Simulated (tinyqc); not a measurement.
Worked calculation: coherent transport through a tight-binding region between two chains. One step of it, computed by the program tinyqc.

Problem. Transmission at E = -0.45 eV. Surface Green function g = (E - i sqrt(4 t^2 - E^2)) / (2 t^2); self-energy tc^2 g on each contact site; G = (E - H - Sigma)^(-1); Gamma = -2 Im Sigma; T = Gamma_L Gamma_R |G_LR|^2; local density of states -Im G_ii / pi.

H of the central region (eV):
$$\begin{pmatrix}
-0.300000 & -0.910000 & 0.000000 & 0.000000 & 0.000000 \\
-0.910000 & -0.290000 & -1.650000 & 0.000000 & 0.000000 \\
0.000000 & -1.650000 & 0.410000 & -1.630000 & 0.000000 \\
0.000000 & 0.000000 & -1.630000 & -0.550000 & -1.440000 \\
0.000000 & 0.000000 & 0.000000 & -1.440000 & -0.090000
\end{pmatrix}$$

Leads: semi-infinite chains with site energy 0:
```
parameter                           value
lead hopping t (eV)              1.200000
coupling to the left lead (eV)   0.250000
coupling to the right lead (eV)  0.230000
left contact site                       1
right contact site                      5
```

E = -0.450000 eV

Give: g; G; local density of states; transmission.

Solution.

g = -0.156-0.819i 1/eV

G (1/eV):
$$\begin{pmatrix}
-1.730-0.214i & 0.820+0.064i & 1.033+0.124i & -0.285 & -1.150-0.140i \\
0.820+0.064i & 0.130-0.036i & 0.166-0.039i & -0.044+0.016i & -0.185+0.043i \\
1.033+0.124i & 0.166-0.039i & -0.554-0.072i & 0.153+0.001i & 0.616+0.082i \\
-0.285 & -0.044+0.016i & 0.153+0.001i & 0.125-0.016i & 0.513-0.001i \\
-1.150-0.140i & -0.185+0.043i & 0.616+0.082i & 0.513-0.001i & -0.733-0.092i
\end{pmatrix}$$

local density of states (1/eV): [0.068, 0.012, 0.023, 0.005, 0.029]

transmission = 0.012
